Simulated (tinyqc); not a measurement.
Equal gaps, different models: fitting sp3s* parameters to three gaps by Newton steps.

sp3s* tight binding, nearest neighbours only: anion (a) at 0, cation (c) at a/4 (1,1,1), orbitals s, px, py, pz, s* on each; k in units of 2 pi/a. With phases e_j = exp(i (pi/2) k.n_j) for n = (1,1,1), (1,-1,-1), (-1,1,-1), (-1,-1,1): g0 = (e1+e2+e3+e4)/4, g1 = (e1+e2-e3-e4)/4, g2 = (e1-e2+e3-e4)/4, g3 = (e1-e2-e3+e4)/4. The diagonal holds the levels Esa, Epa, Exa (s*) and Esc, Epc, Exc. Anion-cation block: <sa|sc> = Vss g0; <sa|xc> = Vsapc g1; <xa|sc> = -Vscpa g1; <xa|xc> = Vxx g0; <xa|yc> = <ya|xc> = Vxy g3, <xa|zc> = <za|xc> = Vxy g2, <ya|zc> = <za|yc> = Vxy g1; <s*a|xc> = Vxapc g1; <xa|s*c> = -Vpaxc g1; y and z take g2 and g3 in place of g1; s-s* and s*-s* vanish.

Gaps are level 5 at Gamma, X = (1,0,0) and L = (1/2,1/2,1/2) less level 4 at Gamma; no spin-orbit coupling. Free parameters: Vss, Exa and Exc. H is linear in them, so by Hellmann-Feynman J_ij = <u|dH/dp_j|u> for level 5 at point i less the same for level 4 at Gamma. Newton: p(new) = p + J^-1 (target - gaps); stop when all misses are below 1e-7 eV.

Constants: hbar^2/2m0 = 3.80998211 eV angstrom^2.

Parameters, chosen for this exercise (out of a larger set: near a published set for GaAs, fitted to gaps, whose masses and valley positions are rough; not measured data): p = (-8.366, 1.043, -2.664, 3.671, 8.557, 6.715, -6.476, 1.953, 5.093, 4.478, 5.804, 4.85, 4.823) eV (start, order Esa, Epa, Esc, Epc, Exa, Exc, Vss, Vxx, Vxy, Vsapc, Vscpa, Vxapc, Vpaxc); tg = (1.4298, 2.025, 1.6689) eV (target gaps at Gamma, X, L); a = 5.65 angstrom (lattice constant).

The same three targets are met with other triples of free parameters (those for which Newton converges within 3 eV of the start). Not fitted: level 5 at K = (3/4,3/4,0) above Ev, the spacing of levels 6 and 5 at X, the depth of level 2 at X below Ev, the valence width at Gamma, and the mass c q^2/(E(q) - E(0)) of level 5 along [100], q = 0.002 (2 pi/a), c = hbar^2/2m0.

Unfitted results:
```
free parameters    largest change (eV)  K (eV)  X spacing (eV)  level 2 at X (eV)  valence width (eV)  mass (m0)
start                            0.000   1.965           0.363              7.526              12.594     0.1191
Vss, Vxapc, Vpaxc                0.140   1.985           0.429              7.491              12.466     0.1071
Esc, Vxapc, Vpaxc                0.437   1.994           0.558              7.522              12.649     0.1081
Vss, Vsapc, Vpaxc                0.140   1.983           0.397              7.504              12.466     0.1066
Esa, Vxapc, Vscpa                0.438   1.984           0.412              7.623              12.904     0.1035
Vss, Exa, Exc                    0.296   1.986           0.446              7.513              12.466     0.1071
Esc, Vsapc, Exc                  0.908   1.994           0.571              7.593              12.649     0.1076
```

All fitted rows have the same three gaps, yet they spread by 11 meV at K, 173 meV in the X spacing, 132 meV in level 2 at X, 438 meV in the valence width and 4.3 % in the mass. The smallest change of parameters, 0.140 eV, is that of Vss, Vxapc, Vpaxc; Vss, Vsapc, Vpaxc. A fit fixes what it was given and leaves the rest to the choice of free parameters.

tinyqc: `OMP_NUM_THREADS=1 python tinyqc.py 1481671 1481672 out.jsonl`; about 0.2 s, one thread, shared Intel(R) Xeon(R) Processor @ 2.30GHz.
